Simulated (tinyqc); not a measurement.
# Worked calculation: energy and delay of logic against supply voltage

Program tinyqc, `OMP_NUM_THREADS=1 python tinyqc.py 2082099 2082100 out.jsonl`; Intel Xeon 2.30GHz, shared host, one thread, about 0.01 s. Printed values are rounded.

One expression serves below and above threshold: I(Vg) = Ik [ln(1 + exp((Vg - VT + dd V)/(al nf Vt)))]^al, with I_on = I(V) and I_off = I(0). Gate delay td = kd C V/I_on, clock period LD td. Per gate and cycle the switching energy is act C V^2 and the leakage energy I_off V LD td. No short-circuit current, no variation. Minima are sought above 0.09 V; below a few Vt gates no longer switch and the model has no meaning.

Parameters, values chosen for the exercise; values of the order met in logic technologies:
- T = 300 K (temperature)
- VT = 0.3 V (threshold voltage at zero drain bias)
- nf = 1.11 (slope factor)
- dd = 0.02 (barrier lowering per volt of supply)
- Ik = 1.6 uA (specific current of a gate)
- al = 1.72 (exponent of the current law)
- C = 2.4 fF (load capacitance of a gate)
- kd = 0.6 (delay factor)
- LD = 16 (logic depth)
- act = 0.2 (activity factor)
- V = 0.41 V (supply voltage)

Constants: q = 1.602176634e-19 C, kB = 1.380649e-23 J/K, Vt = kB T/q. Results are converted to the units shown.

Range of the model: At a supply of a few Vt gates lose their noise margin, and variation, left out here, decides whether they work.

## Currents, delay and energies

I_on, I_off, td, clock frequency 1/(LD td), both energies and their sum.

I_on = 7.64195 uA
I_off = 0.0612170 nA
td = 77.2578 ps
clock frequency = 0.808980 GHz
switching energy = 80.6880 aJ
leakage energy = 0.0310255 aJ
energy = 80.7190 aJ

I_on/I_off = 1.25e5; leakage makes up 0.0384 % of the energy.

## Starting value

V = 0.15 V.

V at the start = 0.15 V

## Iteration 1: new V

Minimum-energy supply: E(V) is the energy per gate and cycle; with h = 0.001 V, E' = (E(V + h) - E(V - h))/(2 h), E'' = (E(V - h) - 2 E(V) + E(V + h))/h^2, V(new) = V - E'/E''.

E' = 84.1461 aJ/V
E'' = 1988.04 aJ/V^2
V after iteration 1 = 0.107674 V

## Iteration 2: new V

As before.

E' = 2.07961 aJ/V
E'' = 1519.98 aJ/V^2
V after iteration 2 = 0.106306 V

## Course of the iteration

Stop when the step is below 1e-9 V, or after 40 iterations.

Course of the iteration:
```
iteration	V before the step (V)	step (V)
1	0.15	-0.0423
2	0.107674	-1.37e-3
3	0.106306	-3.05e-5
4	0.106275	-2.05e-8
5	0.106275	-3.18e-12
```

Converged in 5 iterations. There leakage makes up 54.6 % of the energy and the clock runs at 0.809 MHz.
